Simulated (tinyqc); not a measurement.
# Read current of a NAND string, cells in series solved by shooting: two studies

Cells in series, numbered from 0 at the source line (0 V) to the bit line, each followed by a gap resistance Rg. A cell with gate Vg, threshold VT, source Vs and drain Vd passes I = 2 nf K Vt^2 [F(Vs) - F(Vd)]/(1 + th max(Vg - VT, 0)), F(V) = ln^2(1 + exp((Vg - VT - nf V)/(2 nf Vt))). The selected cell has Vg = Vr, the others Vg = Vp.

Parameters, values chosen for the exercise; values of the order met in vertical NAND strings: temperature T = 300 K; gain factor of a cell K = 18 uA/V^2; slope factor nf = 1.7; mobility reduction factor th = 0.1 1/V; resistance of the gap between cells Rg = 3.4 kohm; bit-line voltage Vbl = 0.3 V; pass voltage Vp = 7.9 V; threshold of an erased cell Ve = -0.6 V; threshold of the highest state Vh = 4.5 V; threshold of the selected cell Vx = 1.6 V; sensing current Is = 50 nA; read voltage on the selected word line Vr = 3.51 V.

Constants: q = 1.602176634e-19 C, kB = 1.380649e-23 J/K, Vt = kB T/q. Results are converted to the units shown.

Each table varies one quantity; the others keep the values above.

## Read current against the number of cells

For a trial current I start at 0 V and, cell by cell, solve for the drain: sqrt(F(Vd)) = sqrt(F(Vs) - I/k), k = 2 nf K Vt^2/(1 + th max(Vg - VT, 0)), Vd = [Vg - VT - 2 nf Vt ln(exp(sqrt F) - 1)]/nf, then add I Rg. The string current is the I for which the last node reaches Vbl. The apparent threshold is the Vr at which I = Is. Background: all other cells erased (VT = Ve) or all in the highest state (VT = Vh); ratio and shift are high over erased and high minus erased. The selected cell is in the middle, cell n/2.

Results:
```
n	I, others erased (uA)	I, others high (uA)	ratio	apparent VT, erased (V)	apparent VT, high (V)	background shift (mV)
8	1.939	1.288	0.6643	1.668	1.671	3.366
16	1.066	0.6676	0.6264	1.673	1.680	6.749
64	0.2877	0.1715	0.5963	1.705	1.732	27.44
96	0.1935	0.1147	0.5929	1.726	1.768	41.78
128	0.1458	0.08616	0.5911	1.748	1.805	57.36
192	0.09760	0.05753	0.5894	1.791	1.914	123.3
```

Estimate the missing row, n = 32.

Computed row:
```
n	I, others erased (uA)	I, others high (uA)	ratio	apparent VT, erased (V)	apparent VT, high (V)	background shift (mV)
32	0.5605	0.3399	0.6065	1.684	1.697	13.57
```

With this row back in the table: With erased neighbours the current falls from 1.94 to 0.0976 uA, as n^(-0.86) between the first two rows and n^(-0.99) between the last two (-1 once the series resistance rules). The ratio falls from 0.664 to 0.589 and the background shift rises from 3.37 to 123 mV.

## Effect of the position of the selected cell

Same model as above.

The string has 64 cells, numbered from the source.

Effect of the position of the selected cell:
```
j	I, others erased (uA)	I, others high (uA)	ratio	apparent VT, erased (V)	apparent VT, high (V)	background shift (mV)
0	0.2889	0.1718	0.5947	1.662	1.662	0.05436
9	0.2886	0.1717	0.5951	1.674	1.682	7.647
18	0.2882	0.1717	0.5955	1.686	1.702	15.32
27	0.2879	0.1716	0.5960	1.698	1.721	23.09
36	0.2875	0.1715	0.5965	1.710	1.741	30.94
45	0.2871	0.1714	0.5971	1.722	1.761	38.88
54	0.2866	0.1713	0.5977	1.734	1.781	46.91
63	0.2861	0.1712	0.5983	1.746	1.801	55.04
```

From the source end to the bit-line end the apparent VT with high neighbours rises from 1.662 to 1.801 V and the background shift rises from 0.0544 to 55.0 mV. Cells and gaps on the source side raise the source of the selected cell, which costs nf times that voltage in gate drive; those on the drain side only lower its drain voltage.

tinyqc, about 0.5 s, one thread, Intel Xeon 2.30GHz (shared host): `OMP_NUM_THREADS=1 python tinyqc.py 2142009 2142010 out.jsonl`
